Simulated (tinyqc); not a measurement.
The first four gaps: longitudinal sound in a periodic multilayer: transfer matrices, stop bands and folded phonons. Computed by tinyqc, a small Python program. Command: `OMP_NUM_THREADS=1 python tinyqc.py 3022054 3022055 out.jsonl multilayer walk`. One thread of a shared host (Intel(R) Xeon(R) Processor @ 2.30GHz), about 0.01 s of CPU time with the checks.

Layers 1 and 2 repeat with period d = d_1 + d_2; waves travel normal to the layers, without loss. State vector (u, s): displacement u and stress divided by omega. Impedances Z = rho v are in 1e6 kg/(m^2 s).

Inputs (values chosen for the exercise, modelled on silica (layer 1), tungsten (layer 2) and silicon (substrate)):
```
quantity            value    unit
density rho_1         2.2  g/cm^3
velocity v_1         5970     m/s
thickness d_1         799      nm
density rho_2        18.9  g/cm^3
velocity v_2         5270     m/s
thickness d_2         699      nm
substrate density     2.3  g/cm^3
substrate velocity   8350     m/s
```

Method:
- Z = rho v; interface reflection r = (Z_2 - Z_1)/(Z_2 + Z_1) (stress amplitude, from 1 into 2); Bragg frequency f_B = 1/[2 (d_1/v_1 + d_2/v_2)]; long-wave velocity v_eff = d/sqrt[(d_1/v_1)^2 + (d_2/v_2)^2 + (Z_1/Z_2 + Z_2/Z_1)(d_1/v_1)(d_2/v_2)].
- A layer maps (u, s) by [[cos p, sin p/Z], [-Z sin p, cos p]], p = 2 pi f d_i/v_i; one period is M = M_2 M_1, and cos(q d) = trace(M)/2.
- Gap m contains m f_B; its edges, where trace(M)/2 = (-1)^m, are found by root search. Weak-contrast estimate of the width: (4 f_B/pi) |r sin(m pi a)|, a = (d_1/v_1)/(d_1/v_1 + d_2/v_2).

Bragg frequency f_B = 1.87636 GHz

Z_1 = 13.134

Z_2 = 99.603

interface reflection r = 0.766998

Stop bands (GHz):
```
m  lower edge  upper edge   width  weak-contrast estimate
1      0.8322      2.9205  2.0883                  1.8324
2      3.7398      3.7657  0.0259                  0.0259
3      4.5851      6.6728  2.0877                  1.8320
4      7.4796      7.5314  0.0518                  0.0518
```

With a = 0.502, gap 1 is the widest and gap 2 the narrowest: the layers are near a quarter wave each at f_B, so the even gaps almost close. The weak-contrast estimate misses the first width by -12.3 % at |r| = 0.77. Odd gaps open at the edge of the folded zone (q = pi/d), even ones at its centre.
